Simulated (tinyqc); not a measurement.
Comparisons within one model: Gamma, L and X subbands of a thin body with non-parabolic valleys. A value that a table varies takes the place of the one given here.

Hard walls, flat band, c = hbar^2/2m0, energies from the bulk Gamma edge. For a valley at angle theta to the normal 1/m_z = cos^2/ml + sin^2/mt and m_d = sqrt(ml mt^2/m_z). Subband n starts at E_v + e with e (1 + a e) = c (n pi/t)^2/m_z, and its density-of-states mass is taken as m_d (1 + 2 a e), without further growth at higher in-plane energy. Groups are named by valley and degeneracy.

n_i = g m/(2 pi c) kB T ln(1 + exp((EF - E_i)/kB T)), sum n_i = Ns (1e12/cm^2 = 1e-4/angstrom^2), c = hbar^2/2m0. Quantum capacitance Cq = 1602.176634 sum g m/(2 pi c) f_i in microfarad/cm^2 with f_i = 1/(1 + exp((E_i - EF)/kB T)); Cox = 34.5313/eot (one gate); C/Cox = Cq/(Cq + Cox), the centroid term left out.

Constants: hbar^2/2m0 = 3.80998211 eV angstrom^2; kB = 8.617333262e-05 eV/K.

Inputs chosen for the exercise (near those of a thin InP channel; not measured data):
- face = 110 (surface)
- mG = 0.08 m0 (Gamma mass)
- aG = 0.6 1/eV (Gamma non-parabolicity)
- EL = 0.595 eV (L edge above Gamma)
- mL = (1.609, 0.097) m0 (L valleys (four, along <111>): ml, mt)
- EX = 0.984 eV (X edge above Gamma)
- mX = (0.849, 0.28) m0 (X valleys (three, along <100>): ml, mt)
- aS = 0.49 1/eV (non-parabolicity of L and X)
- Ns = 4.2 x 1e12/cm^2 (sheet density)
- T = 300 K (temperature)
- eot = 13 angstrom (equivalent oxide thickness)
- ts = (20, 26, 34, 45, 60, 85, 130) angstrom (thicknesses)
- t = 82 angstrom (body thickness)
- Nl = (0.5, 1, 2, 4, 7, 11, 16) x 1e12/cm^2 (sheet densities)

## Thinning the body

Lowest edge of each valley type, the lowest group, the Gamma share and C/Cox, with n = 1 to 8 of all groups.

Results:

| t (angstrom) | Gamma (eV) | L (eV) | X (eV) | lowest | Gamma share (%) | C/Cox |
|---|---|---|---|---|---|---|
| 20 | 0.795 | 0.909 | 1.187 | G1 | 85.6 | 0.828 |
| 26 | 0.528 | 0.790 | 1.108 | G1 | 99.9 | 0.758 |
| 34 | 0.338 | 0.713 | 1.059 | G1 | 100.0 | 0.733 |
| 45 | 0.207 | 0.664 | 1.027 | G1 | 100.0 | 0.711 |
| 60 | 0.122 | 0.634 | 1.009 | G1 | 100.0 | 0.695 |
| 85 | 0.063 | 0.615 | 0.996 | G1 | 100.0 | 0.709 |
| 130 | 0.027 | 0.604 | 0.989 | G1 | 100.0 | 0.779 |

From 130 down to 20 angstrom Gamma rises by 0.77 eV, L by 0.31 and X by 0.20 eV, the light Gamma mass moving most. G1 stays lowest throughout. The Gamma share goes from 100 % to 86 %. C/Cox is 0.78 and 0.83 at the ends and lies between 0.70 and 0.83. Hard walls overstate the rise in the thinnest rows.

## Raising the sheet density

Fixed thickness, n = 1 to 8 of all groups; the gate overdrive above the lowest edge is (EF - E_lowest)/e + 0.1602177 Ns/Cox in volts.

Results:

| Ns (1e12/cm^2) | EF - lowest (eV) | Gamma share (%) | Cq | C/Cox | overdrive (V) |
|---|---|---|---|---|---|
| 0.5 | -0.009 | 100.0 | 2.40 | 0.475 | 0.021 |
| 1.0 | 0.017 | 100.0 | 3.81 | 0.589 | 0.077 |
| 2.0 | 0.052 | 100.0 | 5.16 | 0.660 | 0.173 |
| 4.0 | 0.108 | 100.0 | 6.16 | 0.699 | 0.350 |
| 7.0 | 0.174 | 100.0 | 9.06 | 0.773 | 0.596 |
| 11.0 | 0.233 | 100.0 | 12.02 | 0.819 | 0.897 |
| 16.0 | 0.298 | 100.0 | 12.72 | 0.827 | 1.263 |

The lowest subband is G1 n=1. At the highest density band filling takes 0.298 V of the 1.263 V overdrive. Cq grows from 2.4 to 12.7 microfarad/cm^2 while EF moves from -0.009 to +0.298 eV against the lowest edge; the Gamma share stays near 100 %.

## What each parameter does

n = 1 to 8 of all groups. Each row changes one parameter from the base and keeps the others.

Results:

| case | lowest edge (eV) | EF (eV) | Gamma share (%) | C/Cox |
|---|---|---|---|---|
| base | 0.067 | 0.181 | 100.0 | 0.702 |
| t = 76 angstrom | 0.078 | 0.191 | 100.0 | 0.694 |
| mG = 0.092 m0 | 0.059 | 0.157 | 100.0 | 0.730 |
| aG = 0.42 1/eV | 0.068 | 0.185 | 100.0 | 0.694 |
| EL = 0.645 eV | 0.067 | 0.181 | 100.0 | 0.702 |
| Ns = 6.3 x 1e12/cm^2 | 0.067 | 0.228 | 100.0 | 0.756 |
| eot = 11 angstrom | 0.067 | 0.181 | 100.0 | 0.666 |
| T = 250 K | 0.067 | 0.182 | 100.0 | 0.698 |

The largest shifts from the base row, up to three for each result and ties (the steps differ in size, so this ranks the rows, not the parameters). lowest edge (eV): t +0.011, mG -0.008, aG +0.001; unchanged at the printed digits by EL, Ns, eot and T. EF (eV): Ns +0.048, mG -0.023, t +0.011; unchanged at the printed digits by EL and eot. Gamma share (%): unchanged at the printed digits by t, mG, aG, EL, Ns, eot and T. C/Cox: Ns +0.053, eot -0.036, mG +0.028; unchanged at the printed digits by EL.

tinyqc: `OMP_NUM_THREADS=1 python tinyqc.py 1282554 1282555 out.jsonl`; about 0.04 s, one thread, shared Intel(R) Xeon(R) Processor @ 2.30GHz.
